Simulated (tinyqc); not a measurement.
What each change does: conductance of a narrow metal strip with scatterers (square lattice, Green functions).

A strip of W sites across with hard walls, site energy 0 and hopping -t. Mode n = 1 to W has profile chi_n(j) = sqrt(2/(W + 1)) sin(n j pi/(W + 1)) and energy en = -2t cos(n pi/(W + 1)); E = en - 2t cos(kn a). With z_n = exp(i kn a) (Im k > 0 for closed modes, |z| < 1) each lead gives the self-energy -t z_n in mode n. One column carries the site energies v, here one foreign atom. In the mode basis V_nm = sum_j chi_n(j) v_j chi_m(j), G = (E - en + 2 t z_n - V)^-1, and t_nm = 2t sqrt(sin(kn a) sin(km a)) G_nm in size for open modes. T = sum |t_nm|^2, conductance (2e^2/h) T.

Constants: e^2/h = 3.874045865e-05 S.

Inputs chosen for the exercise (hopping and spacing of the size met in Cu or Al; the lattice is a model; not measured data):
- t = 1.4 eV (hopping)
- W = 3 (sites across)
- E = -1.64 eV (Fermi energy)
- v = (0, -2.4, 0) eV (site energies in the scattering column)

Open modes M, T and the added resistance (1/T - 1/M)/(2 e^2/h).

Results for these values:

| case | M | T | added resistance (ohm) |
|---|---|---|---|
| base | 2 | 1.5496 | 1876 |

What happens to each result for t = 1.456 eV, all else kept?

Answer: M does not change at the printed digits; T rises from 1.5496 to 1.5643; added resistance falls from 1876 to 1797.

The same for each parameter in turn:

| case | M | T | added resistance (ohm) |
|---|---|---|---|
| base | 2 | 1.5496 | 1876 |
| t = 1.456 eV | 2 | 1.5643 | 1797 |
| E = -1.53 eV | 2 | 1.4986 | 2159 |
| v = (0, -3.12, 0) eV | 2 | 1.2454 | 3910 |

Run: tinyqc, `OMP_NUM_THREADS=1 python tinyqc.py 1482321 1482322 out.jsonl`; Intel(R) Xeon(R) Processor @ 2.30GHz, one thread, shared host; about 0.01 s of CPU time with all checks.
